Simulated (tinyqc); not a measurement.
Transmission around the level: tunnelling through a thin dielectric with one trap, as a tight-binding chain.

Hopping -t everywhere, t = c/(m a^2), c = hbar^2/2m0; lead sites at 2t (band bottom 0), barrier sites 1 to N at 2t + phi, and site j has U besides. No voltage. Leads give S = -t exp(ika) on sites 1 and N, cos(ka) = 1 - E/(2t). T = (2 t sin(ka))^2 |G_1N|^2, G = (E - H - S)^-1. In the barrier cosh(q a) = 1 + (phi - E)/(2t).

Resonance: the lowest eigenvalue of H + S(E), iterated until its real part equals E (40 rounds from Eb = phi + 2t - sqrt(4t^2 + U^2), the level in an endless barrier). With v the normalised squared amplitudes of that state, Gamma_L = 2 t sin(ka) v_1, Gamma_R = 2 t sin(ka) v_N; Breit-Wigner T = Gamma_L Gamma_R/((E - Er)^2 + (Gamma_L + Gamma_R)^2/4).

Constants: hbar^2/2m0 = 3.80998211 eV angstrom^2.

Inputs chosen for the exercise (barrier and mass of the size used for SiO2 on silicon; not measured data): a = 2.5 angstrom (site spacing); m = 0.41 m0 (mass, the same in leads and barrier); phi = 3.01 eV (conduction edge of the barrier above that of the leads); N = 9 (barrier sites); j = 5 (site of the trap); U = -4.64 eV (extra energy on the trap site).

Er = 0.47248 eV

widths (meV): left 0.10346, right 0.10346

Energies Er + x (Gamma_L + Gamma_R).

T:

| x | E (eV) | chain | Breit-Wigner | no trap |
|---|---|---|---|---|
| -8.0 | 0.4708 | 0.00386 | 0.00389 | 6.95e-10 |
| -3.0 | 0.4719 | 0.0270 | 0.0270 | 6.99e-10 |
| -1.0 | 0.4723 | 0.200 | 0.200 | 7.01e-10 |
| -0.5 | 0.4724 | 0.500 | 0.500 | 7.01e-10 |
| 0.0 | 0.4725 | 1.00 | 1.00 | 7.01e-10 |
| 0.5 | 0.4726 | 0.500 | 0.500 | 7.02e-10 |
| 1.0 | 0.4727 | 0.200 | 0.200 | 7.02e-10 |
| 3.0 | 0.4731 | 0.0271 | 0.0270 | 7.04e-10 |
| 8.0 | 0.4741 | 0.00392 | 0.00389 | 7.08e-10 |

How do the results move, and what explains it?

At Er the chain gives 1.00, 1.43e+09 times the value without trap, and Breit-Wigner 1.00. In the wings the single pole gives 1.01 times the chain value at x = -8 and 0.992 times at x = 8, because the widths and the level shift change with energy.

(tinyqc, `OMP_NUM_THREADS=1 python tinyqc.py 1480214 1480215 out.jsonl`, Intel(R) Xeon(R) Processor @ 2.30GHz, 1 thread, shared host, about 0.04 s.)
